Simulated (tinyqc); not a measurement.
Biaxially strained (001) channel, valley splitting in an inversion layer: effect of the germanium share of the relaxed buffer.

A thin layer grown on a relaxed buffer is stretched in the plane. The two valleys with their long axis along the growth direction (D2) sink against the four in-plane ones (D4); confinement in a triangular well splits them too. Only the lowest subband of each set is kept; one relaxation time, so the weakening of intervalley scattering is left out.

e_par = b1 x, e_perp = -2 (c12/c11) e_par, splitting D = Xu (e_par - e_perp), in-plane stress (c11 + c12 - 2 c12^2/c11) e_par. Levels E(m) = 2.33811 (hbar^2 q^2 F^2/(2 m))^(1/3): E2 = E(ml), E4 = E(mt) + D; N2 = 2 mt kB T/(pi hbar^2), N4 = 4 sqrt(mt ml) kB T/(pi hbar^2). EF solves Ns = N2 ln(1 + exp((EF - E2)/Vt)) + N4 ln(1 + exp((EF - E4)/Vt)); f2 is the share in D2, and 1/mc = f2/mt + (1 - f2)(1/mt + 1/ml)/2. Critical thickness (Matthews-Blakeslee, 60-degree dislocations): h = bv (1 - nu/4)[ln(h/bv) + 1]/(4 pi e_par (1 + nu)), nu = c12/(c11 + c12). The gain is mc(x = 0)/mc.

Parameters, values chosen for the exercise; values close to those of silicon on relaxed silicon-germanium: temperature T = 400 K; lattice mismatch per unit x b1 = 0.0418; elastic constant c11 = 165 GPa; elastic constant c12 = 64.9 GPa; shear deformation potential Xu = 9.1 eV; longitudinal mass ml = 0.903 m0; transverse mass mt = 0.186 m0; confining field F = 0.72 MV/cm; inversion density Ns = 2.5e12 cm^-2; Burgers vector bv = 0.384 nm.

Constants: q = 1.602176634e-19 C, kB = 1.380649e-23 J/K, hbar = 1.054571817e-34 J s, m0 = 9.1093837015e-31 kg, Vt = kB T/q, hbar^2/(2 m0) = 0.0380998212 eV nm^2. Results are converted to the units shown.

The same in every row: f2 without strain = 0.7648.

Results:
```
x     D (meV)      f2  mc (m0)   gain  critical thickness (nm)
0.03    20.39  0.8512   0.1977  1.038                    119.0
0.09    61.17  0.9478   0.1899  1.080                    31.91
0.15    101.9  0.9832   0.1872  1.096                    16.90
0.21    142.7  0.9948   0.1864  1.101                    10.99
0.27    183.5  0.9984   0.1861  1.102                    7.896
0.39    265.0  0.9998   0.1860  1.103                    4.786
0.45    305.8   1.000   0.1860  1.103                    3.910
```

Estimate the missing row, x = 0.33.

Computed row:
```
x     D (meV)      f2  mc (m0)   gain  critical thickness (nm)
0.33    224.3  0.9995   0.1860  1.103                    6.027
```

With this row back in the table: As x goes from 0.03 to 0.45, f2 rises from 0.851 to 1.00 (without strain: it stays at 0.765) and the gain rises from 1.04 to 1.10. The gain cannot pass 1.103, reached when D4 is empty, while the critical thickness falls from 119 to 3.91 nm.

Computed by the program tinyqc: `OMP_NUM_THREADS=1 python tinyqc.py 2530109 2530110 out.jsonl`, one thread of a shared Intel Xeon 2.30GHz, about 0.01 s for the whole run.
